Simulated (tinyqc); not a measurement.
Inside a calculation. Method: lattice vibrations of a chain. One step of it, computed by the program tinyqc.

Problem. Frequencies. omega^2 are the eigenvalues; wavenumber = 521.4708 sqrt(eigenvalue) 1/cm.

D(q) (eV/(angstrom^2 u)):
```
[[0.800000, -0.338491, 0.000000, -0.334654+0.108736i],
 [-0.338491, 0.543970, -0.404345, 0.000000],
 [0.000000, -0.404345, 1.082222, -0.630072],
 [-0.334654-0.108736i, 0.000000, -0.630072, 1.113095]]
```

Give: eigenvalues; wavenumbers; weights |e|^2 of the mass-weighted modes.

Solution.

eigenvalues: [0.002, 0.732, 0.916, 1.889]

wavenumbers (1/cm): [25.3, 446.1, 499.0, 716.8]

weights |e|^2 of the mass-weighted modes, order atom 1, atom 2, atom 3, atom 4:
```
[[0.201, 0.082, 0.631, 0.086],
 [0.403, 0.395, 0.131, 0.071],
 [0.227, 0.163, 0.195, 0.415],
 [0.169, 0.359, 0.043, 0.429]]
```
